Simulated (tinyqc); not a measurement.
Crystal pulling from the melt: segregation, interface stability, heat balance and point-defect regime: one step, computed by the program tinyqc. Command: `OMP_NUM_THREADS=1 python tinyqc.py 3005305 3005306 out.jsonl pull walk`. One thread of a shared host (Intel(R) Xeon(R) Processor @ 2.30GHz), about 0.01 s of CPU time with the checks.

A dilute solute; steady pulling with a flat interface unless it is found unstable.

Task: Boundary layer and effective coefficient. delta = 1.61 D^(1/3) nu^(1/6) omega^(-1/2), omega = 2 pi rpm/60; k_eff = k0/[k0 + (1 - k0) exp(-V delta/D)] (Burton, Prim and Slichter); the melt at the interface is enriched by k_eff/k0.

Inputs (values chosen for the exercise, modelled on phosphorus in silicon):
```
quantity,value,unit
equilibrium coefficient k0,0.34,-
diffusivity in the melt D,0.00028,cm^2/s
kinematic viscosity nu,0.0037,cm^2/s
crystal rotation,8,rpm
pull rate V,1.1,mm/min
```

Give: boundary layer delta; V delta/D; k_eff; enrichment at the interface.

Result:

boundary layer delta = 452.57 micrometre

V delta/D = 0.29633

k_eff = 0.40927

enrichment at the interface = 1.2037

k_eff has moved 10.5 % of the way from k0 to 1. A 10 % ripple of V gives striations of 1.75 % in C_s, since d ln k_eff/d ln V = (1 - k_eff) V delta/D.
